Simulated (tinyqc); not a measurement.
Worked calculation: CCSD on RHF in the sto-3g basis, for H3+, spin multiplicity 1. One step of it, computed by the program tinyqc.

Task: Iteration 5 (converged): orbitals. Diagonalise F' = X^T F X, C = X C', fill 1 alpha and 1 beta electrons from the bottom; D = 2 C_occ C_occ^T. Each column has its largest component positive (the first on a tie).

converged F (hartree), order 1H 1s, 2H 1s, 3H 1s:
$$\begin{pmatrix}
-0.868486 & -0.719387 & -0.719136 \\
-0.719387 & -0.610918 & -0.340647 \\
-0.719136 & -0.340647 & -0.610786
\end{pmatrix}$$

X, order 1H 1s, 2H 1s, 3H 1s:
$$\begin{pmatrix}
1.359487 & -0.000103 & 0.488892 \\
-0.863756 & -0.774919 & 0.384915 \\
-0.863199 & 0.775257 & 0.384812
\end{pmatrix}$$

Give: F' = X^T F X; orbital energies; coefficients C; D after iteration 5.

Result:

F' = X^T F X (hartree):
$$\begin{pmatrix}
0.3533 & 0.0000 & -0.0902 \\
0.0000 & -0.3247 & 0.0000 \\
-0.0902 & 0.0000 & -1.0308
\end{pmatrix}$$

orbital energies (hartree): MO1 -1.0366, MO2 -0.3247, MO3 0.3592

coefficients C, order 1H 1s, 2H 1s, 3H 1s:
$$\begin{pmatrix}
0.5759 & -0.0001 & 1.3250 \\
0.3282 & -0.7749 & -0.8869 \\
0.3281 & 0.7753 & -0.8863
\end{pmatrix}$$

D after iteration 5, order 1H 1s, 2H 1s, 3H 1s:
$$\begin{pmatrix}
0.6634 & 0.3780 & 0.3779 \\
0.3780 & 0.2154 & 0.2153 \\
0.3779 & 0.2153 & 0.2153
\end{pmatrix}$$
